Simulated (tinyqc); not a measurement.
# Potential-pH (Pourbaix) lines of a metal, its cation, its oxide and an oxyanion, with a complexing ligand, step by step

A worked calculation. Computed by tinyqc, a small Python program that keeps every step. Command: `OMP_NUM_THREADS=1 python tinyqc.py 3018558 3018559 out.jsonl pourb walk`. One thread of a shared host (Intel(R) Xeon(R) Processor @ 2.30GHz), about 0.02 s of CPU time with the checks. Intermediate numbers are printed to about 6 digits and carried at full precision; extremes and crossings named in words are read from the listed rows.

Potentials are against the standard hydrogen electrode; solids and water have unit activity; dG_f of M, H+ and the electron is zero; F = e N_A and s = R T ln(10)/F. The cation carries z = 3.

Inputs (values chosen for the exercise, modelled on aluminium):
```
quantity,value,unit
dG_f of the cation,-494.2,kJ/mol
dG_f of the oxide,-1585.2,kJ/mol
dG_f of the oxyanion,-825.64,kJ/mol
dG_f of water,-237.14,kJ/mol
temperature T,298.15,K
log10 of the dissolved activity a,-5,-
pH,3.9,-
potential E,-0.43,V
log10 of the stability constant beta of ML,3.4,-
pKa of HL,4.6,-
total ligand c_L,0.0022,mol/L
limiting current density i_L,0.00013,A/cm^2
molar volume V_m,10,cm^3/mol
```

Species: M, M3+, M2O3, MO2(-).

exchange current densities, metal and cathodic (A/cm^2): [4.6e-05, 9.9e-12]

Tafel slopes, anodic and cathodic (mV/decade): [40, 155]

Constants: R = 8.314462618 J/(mol K); e = 1.602176634e-19 C; N_A = 6.02214076e+23 1/mol.

## Standard potentials

M3+ + 3e = M; (1/2) M2O3 + 3H+ + 3e = M + (3/2) H2O; MO2(-) + 4H+ + 3e = M + 2H2O. For each, E0 = -dG/(z F), and E = E0 + (s/z) log10 a - (s n_H/z) pH, with no activity term for the oxide.

s = 0.0591593 V

E0 (V): cation -1.70734, oxide -1.50935, oxyanion -1.21386

The metal is less noble than hydrogen.

## Vertical lines

Two oxidised species coexist where their lines against the metal cross: pH1 (cation/oxide) = [E0(oxide) - E0(cation)]/s - (log10 a)/z; pH2 (oxide/oxyanion) = {[E0(oxyanion) - E0(oxide)]/s + (log10 a)/z}/(4/z - 1).

pH1 = 5.01343

pH2 = 9.98421

width of the oxide field, pH2 - pH1 = 4.97078

The oxide is stable from pH 5.01 to 9.98; each decade less of dissolved metal narrows this field by 1.33 pH units.

## The stable species at (pH, E)

The metal is stable below the lowest of the three lines; above it, the species of the lowest line is stable. Water lines at 1 bar: hydrogen E = -s pH, oxygen E = -dG_f(water)/(2F) - s pH.

lines at this pH (V): cation -1.80594, oxide -1.74007, oxyanion -1.62009

upper limit of immunity = -1.80594 V

hydrogen line = -0.230721 V

oxygen line = 0.998170 V

E above the limit of immunity = 1.37594 V

Stable here: the cation (corrosion). The point lies outside the stability range of water. Water itself can oxidise the metal at this pH. Caution: other oxidation states, hydroxides and hydrides are left out, and the lines say nothing of rates.

## A complexing ligand

The free ligand is c_L/(1 + 10^(pKa - pH)) (ligand in excess); dissolved metal is a in all, so the free cation is a/alpha, alpha = 1 + beta [L]; the cation line drops by (s/z) log10 alpha.

free ligand = 3.65943e-04 mol/L

log10 alpha = 0.283122

cation line with ligand = -1.81152 V

that line less the oxide line = -0.0714526 V

With the ligand the dissolved state lies below the oxide: the oxide dissolves at this pH.

## Mixed potential with oxygen reduction

Anodic i = i0a 10^((E - E_a)/b_a) with E_a the cation line with ligand; cathodic i = i0c 10^((E_c - E)/b_c) with E_c the oxygen line; supply caps the cathodic current, 1/i_c = 1/i(Tafel) + 1/i_L. E_corr makes the two currents equal. Without the cap it would be [b_c E_a + b_a E_c + b_a b_c log10(i0c/i0a)]/(b_a + b_c). Rate = i V_m/(z F). Films are left out.

E_corr without the cap = -1.44716 V

corrosion potential E_corr = -1.79348 V

corrosion current density = 1.30e-04 A/cm^2

i/i_L = 1.000000

etch rate = 2.69471 nm/min

The current sits at the supply limit: stirring or more oxidant, not the ligand, sets the rate. Caution: E_corr lies below the hydrogen line, so hydrogen evolution, left out here, adds cathodic current. Caution: so near the reversible potential the back reaction matters and the Tafel form fails.

## The diagram with and without ligand

The formulas are those given above.

Lines against the metal (V); the species with the lowest line is stable above it:
```
pH,cation,oxide,oxyanion,stable above,cation with ligand,"stable above, ligand"
0,-1.80594,-1.50935,-1.31246,cation,-1.80594,dissolved
2,-1.80594,-1.62767,-1.47022,cation,-1.80606,dissolved
4,-1.80594,-1.74599,-1.62798,cation,-1.81233,dissolved
5,-1.80594,-1.80515,-1.70686,cation,-1.81964,dissolved
6,-1.80594,-1.86430,-1.78574,oxide,-1.82172,oxide
7,-1.80594,-1.92346,-1.86462,oxide,-1.82198,oxide
8,-1.80594,-1.98262,-1.94350,oxide,-1.82200,oxide
9,-1.80594,-2.04178,-2.02237,oxide,-1.82200,oxide
10,-1.80594,-2.10094,-2.10125,oxyanion,-1.82200,oxyanion
12,-1.80594,-2.21926,-2.25901,oxyanion,-1.82200,oxyanion
14,-1.80594,-2.33758,-2.41677,oxyanion,-1.82200,oxyanion
```

Without ligand the oxide holds 4 of the eleven rows (pH 6 to 9), with it 4 (pH 6, 7, 8, 9). The ligand acts once beta [L] exceeds 1, from pH = pKa - log10(beta c_L) = 3.9 on; its line then falls by at most s/z per pH unit and flattens beyond pKa, 0.016 V below the free cation at most. The oxide line falls faster, by s per pH unit.

Checks made by the program: the lines cross at pH1 and pH2 (relative difference below 1e-10).
